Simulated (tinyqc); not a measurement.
Electrons shared among three sets of ellipsoidal valleys, step by step. Values are carried at full precision from step to step, so a last printed digit may differ when a step is redone from the rounded ones.

Constants: hbar^2/2m0 = 3.80998211 eV angstrom^2; kB = 8.617333262e-05 eV/K.

Values chosen for the exercise (masses and offsets near those of Si; mobilities are free inputs, held fixed; shifted at random, so the results belong to these values and not to a real crystal): ml = (0.958, 0.958, 1.712) m0 (longitudinal masses of Delta2, Delta4, L); mt = (0.1947, 0.1947, 0.1233) m0 (transverse masses); M = (2, 4, 4) (valleys in each set); T = 77 K; dE = (0, 0.096, 0.773) eV (edges of Delta2, Delta4, L above the first, the first two split by strain); n = 6e+18 1/cm^3 (total electron density); mu = (1500, 1100, 400) cm^2/(V s) (mobility of each set, for current in the plane normal to the Delta2 axis).

## Masses of each set

One valley: m_d = (ml mt^2)^(1/3). Whole set: m_de = M^(2/3) m_d. Mean over three axes: 1/m_c = (1/ml + 2/mt)/3. Anisotropy K = ml/mt.

m_d, m_de, m_c (m0) and K of each set:
```
set        m_d    m_de     m_c      K
Delta2  0.3312  0.5257  0.2651   4.92
Delta4  0.3312  0.8345  0.2651   4.92
L       0.2964  0.7468  0.1785  13.88
```

m_de/m_c is 1.98 for Delta2, 3.15 for Delta4, 4.18 for L: many anisotropic valleys give many states at a light conductivity mass. m_c is the mean over three axes; a set that holds only some of the equivalent valleys conducts with a mass that depends on direction.

## Effective densities of states

N_i = M_i times N = 2 (m kB T/(4 pi c))^(3/2) with c = hbar^2/2m0, in 1/angstrom^3; times 1e24 for 1/cm^3, with m = (ml mt^2)^(1/3).

kT = 0.006635 eV

N_i (1/cm^3): Delta2 1.2437e+18, Delta4 2.4873e+18, L 2.1057e+18

## Fermi level and populations

F_j(eta) = (1/Gamma(j + 1)) integral_0^infinity x^j dx/(1 + exp(x - eta)), which tends to exp(eta) for eta << 0.

Solve n = sum_i N_i F_1/2((EF - dE_i)/kT), energies from the edge of the first set.

EF = 0.0211 eV

eta_i: Delta2 3.18, Delta4 -11.29, L -113.32

n_i (1/cm^3): Delta2 6.00e+18, Delta4 3.11e+13, L 1.29e-31

shares: Delta2 1.0000, Delta4 0.0000, L 0.0000

Delta2 holds most electrons (100.0 %). Boltzmann weights N_i exp(-dE_i/kT) would give Delta4 a share of 0.0000.

## Drift and Hall mobility of the mixture

With f_i the shares, mu_drift = sum f_i mu_i; low-field Hall mobility mu_H = sum f_i mu_i^2/mu_drift (scattering and anisotropy factors set to 1); the Hall density is n mu_drift/mu_H; rho = 1/(e n mu_drift), e = 1.602176634e-19 C.

mu_drift = 1500 cm^2/(V s)
mu_H = 1500 cm^2/(V s)
Hall density = 6.00e+18 1/cm^3
rho = 0.000694 ohm cm

A Hall measurement would read 100.0 % of the true density. The mobilities are of the size met in pure crystals; at this density impurities would cut them and raise rho, by a factor of two to ten or more depending on crystal and density.

## Checks

- Share of Delta4 at n = 1e10 1/cm^3 against the Boltzmann weight: both 1.042e-06.

Run: tinyqc, `OMP_NUM_THREADS=1 python tinyqc.py 1680161 1680162 out.jsonl`; Intel(R) Xeon(R) Processor @ 2.30GHz, one thread, shared host; about 0.01 s of CPU time with all checks.
